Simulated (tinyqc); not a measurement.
Bias dependence of the times: oxide trap near a transistor channel: two-state multiphonon kinetics, telegraph noise and bias instability. Computed by tinyqc, a small Python program. Command: `OMP_NUM_THREADS=1 python tinyqc.py 3011314 3011315 out.jsonl oxidetrap walk`. One thread of a shared host (Intel(R) Xeon(R) Processor @ 2.30GHz), about 0.01 s of CPU time with the checks.

An n-channel device under positive gate bias. The trap is empty (state 1) or holds an electron (state 2); both states are parabolas of equal curvature, and the electron reservoir is taken at the Fermi level of the channel.

Inputs (values chosen for the exercise, with an insulator like Si3N4 on silicon):

| quantity | value | unit |
|---|---|---|
| trap depth x from the interface | 1 | nm |
| tunnel barrier phi_b | 2.07 | eV |
| tunnelling mass m_ox | 0.4 | m_0 |
| trap level above E_F at zero field E_t | 0.74 | eV |
| relaxation energy E_R | 2.6 | eV |
| oxide field F | 5.5 | MV/cm |
| attempt rate k_0 at the interface | 2e+11 | 1/s |
| temperature T | 300 | K |

Parts treated: one trap and an ensemble.

Constants: hbar^2/(2 m_0) = 3.80998212 eV angstrom^2; k_B = 8.617333262e-05 eV/K.

Method. kappa = sqrt(2 m_ox phi_b)/hbar = sqrt(m_ox phi_b/(hbar^2/2m_0)); attenuation length lambda = 1/(2 kappa); factor exp(-x/lambda) for a rectangular barrier. E_21 = E_t - e F x is the energy of state 2 over state 1; barriers E_c = (E_R + E_21)^2/(4 E_R), E_e = E_c - E_21; tau_c = exp(E_c/k_B T)/(k_0 P), tau_e = exp(E_e/k_B T)/(k_0 P), P the tunnelling factor; occupation f_2 = tau_e/(tau_c + tau_e); 1/tau_0 = 1/tau_c + 1/tau_e.

tunnelling factor = 8.92918e-05

Against field:

| F (MV/cm) | E_21 (eV) | tau_c (s) | tau_e (s) | f_2 |
|---|---|---|---|---|
| 0.00 | 0.740 | 5.8607e+10 | 2.1702e-02 | 3.7029e-13 |
| 1.65 | 0.575 | 1.0753e+09 | 2.3548e-01 | 2.1899e-10 |
| 3.30 | 0.410 | 2.4158e+07 | 3.1287e+00 | 1.2951e-07 |
| 4.40 | 0.300 | 2.1525e+06 | 1.9641e+01 | 9.1247e-06 |
| 5.50 | 0.190 | 2.0986e+05 | 1.3492e+02 | 6.4248e-04 |
| 6.60 | 0.080 | 2.2387e+04 | 1.0140e+03 | 4.3333e-02 |
| 8.25 | -0.085 | 9.2338e+02 | 2.4735e+04 | 9.6401e-01 |

What does the comparison show, and why?

ln(tau_c/tau_e) falls by e x/k_B T = 3.868 per MV/cm, which measures the depth x if the change of surface potential with bias is left aside. Over these rows tau_c shortens by 7.80 decades and tau_e lengthens by 6.06; the shares differ because E_21 is not small against E_R. The times cross at F = E_t/(e x) = 7.40 MV/cm.

Extremes, crossings and ranges named in words are read from the listed rows.
